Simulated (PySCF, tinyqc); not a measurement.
Inside a calculation. Method: CIS and TDHF on RHF in the sto-6g basis, for H3+, spin multiplicity 1. The lowest restricted solution is unstable here: a spin-polarised one lies 0.0005 hartree lower (PySCF). One step of it, computed by the program tinyqc.

Question. CIS matrix, singlets. A(ia,jb) = (e_a - e_i) d_ij d_ab + 2 (ia|jb) - (ij|ab).

orbital energies (hartree): MO1 -0.940176, MO2 -0.338605, MO3 0.211625

Two-electron integrals over orbitals (pq|rs), unique and non-zero (hartree):
```
(11|11) 0.558462    (21|21) 0.146645    (22|11) 0.473339    (22|22) 0.527693
(31|11) 0.095236    (31|22) -0.041167   (31|31) 0.137529    (32|21) -0.142322
(32|32) 0.159895    (33|11) 0.563350    (33|22) 0.502720    (33|31) 0.081783
(33|33) 0.600451
```

Give: CIS matrix A, singlet.

Answer.

CIS matrix A, singlet (hartree):
```
       1>2    1>3
1>2  0.422  0.000
1>3  0.000  0.864
```
